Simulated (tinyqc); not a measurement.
Deal-Grove kinetics of thermal oxidation of silicon. Changing the initial oxide x_i. Computed by tinyqc, a small Python program. Command: `OMP_NUM_THREADS=1 python tinyqc.py 3028642 3028643 out.jsonl oxide sweep`. One thread of a shared host (Intel(R) Xeon(R) Processor @ 2.30GHz), about 0.2 s of CPU time with the checks.

Oxidant diffuses through the oxide and reacts at the interface, so that dx/dt = B/(A + 2x) for the oxide thickness x.

Inputs (values chosen for the exercise, close to those used for silicon):

| quantity | value | unit |
|---|---|---|
| prefactor B0 | 721 | um^2/h |
| activation energy E_B | 1.23 | eV |
| prefactor (B/A)0 | 3.4e+06 | um/h |
| activation energy E_A | 2.02 | eV |
| temperature T | 1200 | C |
| oxidant pressure p | 1 | atm |
| pressure exponent m of B/A | 0.73 | - |
| time t | 5 | h |

Ambient: dry oxygen. Surface: (100).

Constants: k_B = 8.617333262e-05 eV/K.

Method:
- B = B0 p exp(-E_B/(k_B T)), B/A = (B/A)0 p^m exp(-E_A/(k_B T)), p in atm; A = B/(B/A).
- Temperatures in kelvin are T(C) + 273.15.
- tau = (x_i^2 + A x_i)/B and x = (A/2) [sqrt(1 + 4 B (t + tau)/A^2) - 1], the root of x^2 + A x = B (t + tau).
- Silicon consumed is 0.44 times the oxide grown; the rate is B/(A + 2x).

One run for each value:

| initial oxide x_i (um) | oxide thickness x (um) | silicon consumed (um) | tau (h) |
|---|---|---|---|
| 0.002 | 0.42236 | 0.18496 | 4.8775e-03 |
| 0.0047 | 0.42269 | 0.18391 | 1.1746e-02 |
| 0.011 | 0.42350 | 0.18150 | 2.9043e-02 |
| 0.026 | 0.42576 | 0.17589 | 7.7378e-02 |
| 0.061 | 0.43279 | 0.16359 | 2.2934e-01 |
| 0.34 | 0.56148 | 0.09745 | 3.4019e+00 |
| 0.8 | 0.92211 | 0.05373 | 1.6243e+01 |

Give the missing row, initial oxide x_i (um) = 0.14.

Computed row:
```
initial oxide x_i (um)  oxide thickness x (um)  silicon consumed (um)     tau (h)
0.14                                   0.45719                0.13956  7.7395e-01
```

Interpolating between the two neighbouring rows (the first column on a logarithmic scale, the others too where they are positive) misses most in tau (h), by 9.2 %. Over the rows, oxide thickness x (um) rises from 0.422 to 0.922 (exponent d ln y / d ln x 8.9e-4 between the first rows and 0.58 between the last); silicon consumed (um) falls from 0.185 to 0.0537 (exponent d ln y / d ln x -0.0066 between the first rows and -0.70 between the last); tau (h) rises from 0.00488 to 16.2 (exponent d ln y / d ln x 1.0 between the first rows and 1.8 between the last). The oxide grown, x - x_i, falls from 0.420 to 0.122 um: an existing film lengthens the diffusion path.
